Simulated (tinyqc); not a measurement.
## Mobility from the current

Inverse problem. A Schottky diode carries J = q Nc [vR vD/(vR + vD)] exp(-phi/Vt) [exp(V/Vt) - 1]. A* = 4 pi q me m0 kB^2/h^3 (times 1e-4 for A/(cm^2 K^2)); Nc = 2 (2 pi me m0 kB T/h^2)^1.5 (times 1e-6 for cm^-3); vR = A* T^2/(q Nc). Find vR, vD and mun.

Values chosen for this exercise; band and dielectric values those of a made-up semiconductor: temperature T = 200 K; electron mass me = 0.29 m0; barrier height seen from the metal phi = 1.13 eV; bias V = 0.6 V.

Constants: q = 1.602176634e-19 C, kB = 1.380649e-23 J/K, h = 6.62607015e-34 J s, m0 = 9.1093837015e-31 kg, Vt = kB T/q. Results are converted to the units shown.

J = 5.6181507e-8 A/cm^2
vD/mun = 1.4369989e5 V/cm

Solution. J gives the effective velocity v, and 1/vD = 1/v - 1/vR.

vR = 4.079e6 cm/s
vD = 4.311e7 cm/s
mun = 300.0 cm^2/(V s)

Computed by the program tinyqc: `OMP_NUM_THREADS=1 python tinyqc.py 2640092 2640093 out.jsonl`, one thread of a shared Intel Xeon 2.30GHz, about 0.01 s for the whole run.
